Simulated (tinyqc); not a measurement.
Donors with valley-orbit split 1s states: one step. Neutrality. Three cases, with inputs chosen for the exercise.

Question. Solve for eta.

Each donor binds at most one electron, in any of its states. For a site s, W_s = sum over its states of g exp(E/kT), and the ionised share is 1/(1 + W_s exp(eta)), eta = (EF - Ec)/kT; n = Nc F_1/2(eta); neutrality n + NA = ND x (mean ionised share); holes are neglected. Nc from N = 2 (m kB T/(4 pi c))^(3/2) with c = hbar^2/2m0, in 1/angstrom^3; times 1e24 for 1/cm^3, m = md. F_j(eta) = (1/Gamma(j + 1)) integral_0^infinity x^j dx/(1 + exp(x - eta)), which tends to exp(eta) for eta << 0.

Give: eta; n; ionised share.

Case 1.

Values chosen (out of a larger set: near those of As in Si; not measured data): ND = 1.2e+16 1/cm^3 (donors); NA = 2.5e+15 1/cm^3 (compensating acceptors, all ionised).

Nc = 2.824313e+19 1/cm^3

W_s: donor 47.81350

Answer.

eta = -8.017
n = 9.31e+15 1/cm^3

ionised share: donor 0.984

n is 0.980 of ND - NA.

Case 2.

Values chosen (out of a larger set: near those of As in Si; not measured data): ND = 2.3e+16 1/cm^3 (donors); NA = 0 1/cm^3 (compensating acceptors, all ionised).

Nc = 2.696095e+19 1/cm^3

W_s: donor 47.37988

Answer.

eta = -7.105
n = 2.21e+16 1/cm^3

ionised share: donor 0.963

n is 0.963 of ND - NA.

Case 3.

Values chosen (out of a larger set: near those of As in Si; not measured data): ND = 2.2e+15 1/cm^3 (donors); NA = 0 1/cm^3 (compensating acceptors, all ionised).

Nc = 6.127573e+19 1/cm^3

W_s: donor 29.51297

Answer.

eta = -10.236
n = 2.20e+15 1/cm^3

ionised share: donor 0.999

n is 0.999 of ND - NA.

Computed by tinyqc, one run a case: `OMP_NUM_THREADS=1 python tinyqc.py N N+1 out.jsonl` with N = 1652626, 1652751, 1680170; one thread of a shared Intel(R) Xeon(R) Processor @ 2.30GHz, about 0.01 s a run at most.
